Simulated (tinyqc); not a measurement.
# Off-state leakage of single and stacked transistors: what changes with what

n-channel devices of unit width. Subthreshold current I(Vg, Vs, Vd) = I0 (T/300 K)^0.5 exp[(Vg - Vs - VT(T) - gb (Vs - Vb) + dd (Vd - Vs))/(nf Vt)] (1 - exp(-(Vd - Vs)/Vt)), VT(T) = VT - cT (T - 300 K). Gate-edge tunnelling Ig (Vd/1 V) exp(ag (Vd - 1 V)), for a gate at 0 V, and band-to-band leakage Ab u exp(-Bb/u), u = Vd - Vb + 1 V, flow at a drain held at V; both are taken as independent of T. In a stack of off transistors (all gates at 0 V) the same subthreshold current passes through each.

Parameters, values chosen for the exercise; values of the order met in bulk silicon logic transistors: temperature T = 378 K; supply voltage V = 0.8 V; threshold at 300 K, zero drain and body bias VT = 0.4 V; fall of the threshold with temperature cT = 0.9 mV/K; current at threshold at 300 K I0 = 0.42 uA/um; slope factor nf = 1.25; drain-induced lowering per volt dd = 0.14; rise of the threshold per volt of source-body bias gb = 0.13; gate-edge tunnelling current at 1 V Ig = 5e-6 uA/um; exponential slope of the gate current ag = 4 1/V; prefactor of band-to-band leakage at the drain Ab = 1 uA/(um V); its exponential voltage Bb = 20 V; body voltage Vb = 0 V.

Constants: q = 1.602176634e-19 C, kB = 1.380649e-23 J/K, Vt = kB T/q. Results are converted to the units shown.

Each table varies one quantity; the others keep the values above.

## Subthreshold current against the height of the stack

All n gates at 0 V, bottom source at 0 V, top drain at V; node voltages follow from equal currents.

Result of one run:

| n | I (nA/um) | reduction factor | drain voltage of the bottom device (mV) | source voltage of the top device (mV) | voltage across the top device (V) |
|---|---|---|---|---|---|
| 5 | 0.04133 | 54.21 | 10.63 | 128.0 | 0.6720 |

What becomes of these results when the number of transistors in series n is changed from 5 to 2, all else the same?

Result of the changed run:

| n | I (nA/um) | reduction factor | drain voltage of the bottom device (mV) | source voltage of the top device (mV) | voltage across the top device (V) |
|---|---|---|---|---|---|
| 2 | 0.1743 | 12.85 | 81.87 | 81.87 | 0.7181 |

The whole series:

| n | I (nA/um) | reduction factor | drain voltage of the bottom device (mV) | source voltage of the top device (mV) | voltage across the top device (V) |
|---|---|---|---|---|---|
| 1 | 2.240 | 1.000 | 800.0 | 0 | 0.8000 |
| 2 | 0.1743 | 12.85 | 81.87 | 81.87 | 0.7181 |
| 3 | 0.08473 | 26.44 | 25.46 | 105.0 | 0.6950 |
| 4 | 0.05562 | 40.28 | 15.00 | 118.5 | 0.6815 |
| 5 | 0.04133 | 54.21 | 10.63 | 128.0 | 0.6720 |
| 6 | 0.03285 | 68.20 | 8.224 | 135.4 | 0.6646 |

The second transistor cuts the current by a factor of 12.9, the third by a further 2.06 and the sixth by 1.26. The top device keeps 83.1 % of the supply at n = 6, while the drain voltage of the bottom one falls to 0.252 Vt.

## Leakage components against the body voltage

Same model as above.

One transistor with Vg = Vs = 0, Vd = V; stack factor I(one)/I(two in series).

The same in every row: gate edge (nA/um) = 0.001797; stack factor = 12.85.

Result of one run:

| Vb (V) | subthreshold (nA/um) | band-to-band (nA/um) | total (nA/um) | largest part |
|---|---|---|---|---|
| -0.2 | 1.183 | 0.09080 | 1.276 | subthreshold |

What becomes of these results when the body voltage Vb is changed from -0.2 to -0.8 V, all else the same?

Result of the changed run:

| Vb (V) | subthreshold (nA/um) | band-to-band (nA/um) | total (nA/um) | largest part |
|---|---|---|---|---|
| -0.8 | 0.1742 | 1.186 | 1.362 | band-to-band |

The whole series:

| Vb (V) | subthreshold (nA/um) | band-to-band (nA/um) | total (nA/um) | largest part |
|---|---|---|---|---|
| 0.2 | 4.243 | 0.005963 | 4.251 | subthreshold |
| 0 | 2.240 | 0.02690 | 2.269 | subthreshold |
| -0.2 | 1.183 | 0.09080 | 1.276 | subthreshold |
| -0.4 | 0.6247 | 0.2479 | 0.8744 | subthreshold |
| -0.6 | 0.3299 | 0.5769 | 0.9086 | band-to-band |
| -0.8 | 0.1742 | 1.186 | 1.362 | band-to-band |
| -1 | 0.09199 | 2.213 | 2.307 | band-to-band |
| -1.2 | 0.04857 | 3.818 | 3.868 | band-to-band |
| -1.4 | 0.02565 | 6.177 | 6.205 | band-to-band |

As Vb goes from 0.2 to -1.4, the total leakage goes from 4.25 through a minimum of 0.874 (at Vb = -0.4 among the rows listed) to 6.20 nA/um. The subthreshold part leads at Vb = 0.2, the band-to-band part from -0.6 on. The exact minimum lies at Vb = -0.483 V: reverse body bias lowers the subthreshold part by a decade every nf Vt ln 10/gb = 0.721 V but raises the band-to-band part. The reduction by a stack of two stays at 12.9, for the subthreshold part alone. For Vb = 0.2 the body is forward biased; the junction current, left out, is still small at this voltage.

Program tinyqc, `OMP_NUM_THREADS=1 python tinyqc.py 2242016 2242017 out.jsonl`; Intel Xeon 2.30GHz, shared host, one thread, about 0.03 s.
